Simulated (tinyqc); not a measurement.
MOS structure on a p-type body with a surface-enhanced doping, non-linear Poisson equation by Newton steps: starts and damping rules compared.

One dimension, insulator interface at x = 0, acceptor density Na + N0 exp(-x/Ls), net doping C = -(acceptor density). psi is counted from the intrinsic level: n = ni exp((psi - Vb)/Vt), p = ni exp(-psi/Vt); deep in the body psi_b = -Vt ln(Na/ni). The gate acts through Cox = eps0 eox/tox and has the potential psi_G = Vg - (phiM - chi - Vt ln(Nc/ni)). Boltzmann statistics, full ionisation, classical densities, no oxide or interface charge.

a_i = eps0 eps_r/h_i for the interval from node i to i + 1, with h_i = x_(i+1) - x_i in cm.

n_i = ni exp((psi_i - Vb)/Vt), p_i = ni exp(-psi_i/Vt), rho_i = p_i - n_i + C_i, g_i = (n_i + p_i)/Vt. Box widths w_i = (h_(i-1) + h_i)/2 in cm. Residual F_i = a_i (psi_(i+1) - psi_i) - a_(i-1) (psi_i - psi_(i-1)) + q rho_i w_i; Jacobian: a_(i-1) and a_i beside the diagonal, b_i = -a_(i-1) - a_i - q g_i w_i on it. Node 0 is free: w_0 = h_0/2, F_0 = a_0 (psi_1 - psi_0) + Cox (psi_G - psi_0) + q rho_0 w_0, b_0 = -a_0 - Cox - q g_0 w_0, with Cox = eps0 eox/tox, psi_G = Vg - (phiM - chi - Vt ln(Nc/ni)). The last node is fixed.

Iterations until the largest undamped |d| is below 1e-9 V (the last, tiny step is counted), with a cap of 100; "overflow" would mean that an exponential left the range of double precision. Starts:
- neutral: -Vt ln(-C_i/ni) on every node but the last, which holds psi_b.
- parabola: psi_b + U (1 - x/W)^2 for x < W and psi_b beyond, with U = Vb - 2 psi_b and W = sqrt(2 eps0 eps_r U/(q Na)).
- linear: A straight line in x from psi_G at node 0 to psi_b at the last node.

Rules for the step d, which solves the tridiagonal system a_(i-1) d_(i-1) + b_i d_i + a_i d_(i+1) = -F_i:
- full Newton steps: the full step is added.
- logarithmic damping: each component d is damped to sign(d) Vt ln(1 + |d|/Vt) before it is added.
- steps capped at 4 Vt: if the largest |d| exceeds 4 Vt, the whole step is scaled down so that it equals 4 Vt.
- halved steps: half of the step is added while the largest |d| exceeds 1.5 Vt, the full step after that.

Values chosen for this exercise; band and dielectric values those of a made-up semiconductor:
```
symbol    value   unit                                                                 meaning
T           400      K                                                             temperature
Eg         1.01     eV                                                                band gap
eps_r      11.9                                                          relative permittivity
Nc      3.28e19  cm^-3                                  conduction-band density of states at T
Nv       3.9e19  cm^-3                                     valence-band density of states at T
chi        4.89     eV                                                       electron affinity
Na       7.7e16  cm^-3                                       acceptor density deep in the body
eox         3.9         relative permittivity of the gate insulator (close to silicon dioxide)
tox          11     nm                                                     insulator thickness
phiM          5     eV                                                      gate work function
Vb            0      V                         electron quasi-Fermi potential against the body
N0       4.1e17  cm^-3                                   extra acceptor density at the surface
Ls           33     nm                                                            decay length
Vg         1.85      V                                           gate voltage against the body
```

Constants: q = 1.602176634e-19 C, kB = 1.380649e-23 J/K, Vt = kB T/q, eps0 = 8.8541878128e-14 F/cm where lengths are in cm. Results are converted to the units shown.

```
node,x (nm),net doping C (cm^-3)
0,0,-4.87e17
1,0.4,-4.82060e17
2,1.05,-4.74160e17
3,2.11,-4.61605e17
4,3.83,-4.42073e17
5,6.64,-4.12273e17
6,11.2,-3.69003e17
7,18.6,-3.10346e17
8,30.7,-2.38718e17
9,50.4,-1.66022e17
10,82.4,-1.10757e17
11,135,-8.38568e16
12,219,-7.75378e16
13,357,-7.70082e16
14,582,-7.70000e16
```

ni = 1.55149e13 cm^-3

Iterations needed:
```
,full Newton steps,logarithmic damping,steps capped at 4 Vt,halved steps
neutral,14,15,11,10
parabola,19,9,7,11
linear,59,86,64,76
```

What does the table show?

The fewest iterations, 7, are needed by steps capped at 4 Vt from the parabola start. Every pairing converges. Lowest count for the worst start: full Newton steps, at most 59 iterations.

Program tinyqc, `OMP_NUM_THREADS=1 python tinyqc.py 2080116 2080117 out.jsonl`; Intel Xeon 2.30GHz, shared host, one thread, about 0.7 s.
